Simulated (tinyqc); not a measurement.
Which roughness does what: X-ray reflectivity of a thin film on silicon: critical angles, Parratt recursion, fringes and roughness. Computed by tinyqc, a small Python program. Command: `OMP_NUM_THREADS=1 python tinyqc.py 3120584 3120585 out.jsonl xrr walk`. One thread of a shared host (Intel(R) Xeon(R) Processor @ 2.30GHz), about 0.01 s of CPU time with the checks.

n = 1 - delta + i beta; the classical electron radius is r_e = 2.8179403e-6 nm. Layer 0 is vacuum, 1 the film, 2 the substrate.

Inputs (values chosen for the exercise, modelled on TaN on silicon, copper K-alpha radiation):
```
quantity                                        value     unit
wavelength lambda                             0.15406       nm
film density rho                                 14.3   g/cm^3
effective electrons per unit mass, film         0.409    mol/g
beta/delta, film                                0.088        -
film thickness d                                 67.6       nm
roughness of the surface sigma_1                 0.88       nm
roughness of the interface sigma_2               0.31       nm
substrate density                                2.33   g/cm^3
effective electrons per unit mass, substrate    0.507    mol/g
beta/delta, substrate                           0.023        -
grazing angle theta                             0.991  degrees
```

Constants: N_A = 6.02214076e+23 1/mol.

Method:
- delta = r_e lambda^2 rho_e/(2 pi), rho_e = density x electrons per mass x N_A; critical angle sqrt(2 delta), q_c = 4 sqrt(pi r_e rho_e).
- k_j = (2 pi/lambda) sqrt(sin^2 theta - 2 delta_j + 2 i beta_j); r_ij = (k_i - k_j)/(k_i + k_j) x exp(-2 k_i k_j sigma^2) (Nevot-Croce); r = (r_01 + r_12 p)/(1 + r_01 r_12 p), p = exp(2 i k_1 d); R = |r|^2.
- Far above the critical angle the period is d theta = lambda/(2 d), or 2 pi/d in q; the envelope runs between (|r_01| - |r_12 p|)^2 and (|r_01| + |r_12 p|)^2; contrast = 2 a b/(a^2 + b^2) with a = |r_01|, b = |r_12 p|; roughness factors on the amplitudes are about exp(-q^2 sigma^2/2).
- R is averaged over one period above each angle (64 points); contrast = (max - min)/(max + min) of R theta^4 over that period. Cases: smooth; only sigma_1; only sigma_2; both.

period in theta = 0.0652884 degrees

Constants:
```
layer      rho_e (1/nm^3)        delta         beta  critical angle (degrees)  q_c (1/nm)
film              3522.17  3.74923e-05  3.29932e-06                  0.496145    0.706327
substrate          711.40  7.57263e-06  1.74170e-07                  0.222977    0.317437
```

Mean R and contrast:
```
theta (degrees)    R smooth  contrast  R, sigma_1  contrast, sigma_1  R, sigma_2  contrast, sigma_2     R, both  contrast, both
0.8              1.2578e-02   0.32110  5.4976e-03            0.46711  1.2537e-02            0.30498  5.4590e-03         0.44806
1.2              2.1396e-03   0.57800  4.0915e-04            0.99506  2.0947e-03            0.51740  3.6311e-04         0.97510
1.8              4.5053e-04   0.74454  7.6008e-05            0.35070  4.1361e-04            0.59053  4.1996e-05         0.47479
2.5              1.2533e-04   0.82465  2.6896e-05            0.03090  1.0559e-04            0.53084  7.9592e-06         0.06374
3.5              3.3756e-05   0.87841  8.8599e-06            0.00517  2.5842e-05            0.34654  8.0599e-07         0.03884
```

At 2.5 degrees sigma_1 alone multiplies the mean R by 0.21 and sigma_2 alone by 0.84; the contrast goes from 0.82 (smooth) to 0.03 and 0.53.
